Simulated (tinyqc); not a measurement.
Energy against coordination: Tersoff bond-order potential. Computed by tinyqc, a small Python program. Command: `OMP_NUM_THREADS=1 python tinyqc.py 3021520 3021521 out.jsonl tersoff walk`. One thread of a shared host (Intel(R) Xeon(R) Processor @ 2.30GHz), about 0.01 s of CPU time with the checks.

E = (1/2) sum_(i, j != i) [A exp(-lambda r_ij) - b_ij B exp(-mu r_ij)], b_ij = (1 + (beta zeta_ij)^n)^(-1/(2n)), zeta_ij = sum_(k != i, j) g(theta_ijk), g = 1 + c^2/d^2 - c^2/(d^2 + (h - cos theta)^2), with theta at atom i. Only nearest neighbours count (cut-off function 1 for them, 0 beyond).

Inputs (values chosen for the exercise, modelled on germanium):
```
quantity     value        unit
A           1753.6          eV
B           413.86          eV
lambda      2.4451  1/angstrom
mu          1.7047  1/angstrom
beta      8.55e-07           -
n           0.7572           -
c           103200           -
d            15.88           -
h            -0.44           -
```

Method. Angles seen from one bond (cos theta: count): chain -1: 1; graphitic -1/2: 2; diamond -1/3: 3; square net 0: 2, -1: 1; simple cubic 0: 4, -1: 1; bcc 1/3: 3, -1/3: 3, -1: 1; fcc 1/2: 4, 0: 2, -1/2: 4, -1: 1. With z equal bonds of order b, r = ln(lambda A/(mu b B))/(lambda - mu) and E per atom = -(z/2) b B exp(-mu r)(1 - mu/lambda).

Relaxed structures:
```
structure      z        zeta       b  r (angstrom)  E per atom (eV)  E per bond (eV)
dimer          1           0  1.0000        2.4373          -0.9830          -1.9659
chain          2  5.2457e+04  0.9417        2.5185          -1.6120          -1.6120
graphitic      3  1.2078e+03  0.9964        2.4422          -2.9140          -1.9426
diamond        4  5.7193e+03  0.9884        2.4531          -3.7835          -1.8917
square net     4  1.1726e+05  0.8989        2.5813          -2.7649          -1.3824
simple cubic   6  1.8206e+05  0.8655        2.6324          -3.6604          -1.2201
bcc            8  3.5795e+05  0.7978        2.7425          -3.7290          -0.9323
fcc           12  7.0954e+05  0.7086        2.9026          -3.7811          -0.6302
```

What follows from these numbers?

The lowest are diamond, fcc and bcc, the first two 0.002 eV apart. The bond order falls from 1 to 0.709 and the bond weakens from -1.97 to -0.63 eV, as b^(lambda/(lambda - mu)) with exponent 3.30. With the same z = 4 the square net lies 1.02 eV above diamond, from its angles alone. Caution: in bcc and other dense structures second neighbours can fall inside the usual cut-off; they are left out here.

Extremes, crossings and ranges named in words are read from the listed rows.
